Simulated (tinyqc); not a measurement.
Bottom-up copper filling of a trench by curvature-enhanced accelerator coverage: one step, computed by the program tinyqc.

A rectangular trench keeps vertical walls and a flat floor. An accelerator floats on the surface; where area is lost in the corners it is passed on to the floor.

Question. First rates. Kinetic current i_k = [i_0 (1 - theta) + i_1 theta] exp(alpha eta/(k_B T)), limit i_L = 2 F D C/delta, i = 1/(1/i_k + 1/i_L); velocity v = i Omega/(2F), Omega = 7.11 cm^3/mol, F = e N_A. Depletion inside the trench is ignored. At the start theta_b = theta_s = theta_0 and x = w/2: d theta_b/dt = k_a (1 - theta_0) + 2 theta_0 v/x (theta_b on the floor, theta_s on the walls, x the half width). At this initial relative rate the doubling time without adsorption would be x ln2/(2 v).

Inputs (values chosen for the exercise, close to those used for damascene copper plating): trench width w = 69 nm; starting coverage theta_0 = 0.022; adsorption rate k_a = 0 1/s; temperature T = 298 K.

velocity at theta_0 = 0.2379454 nm/s

Give: rate from adsorption; rate from area loss; doubling time.

Answer.

rate from adsorption = 0 1/s

rate from area loss = 3.0347e-04 1/s

doubling time = 50.250 s
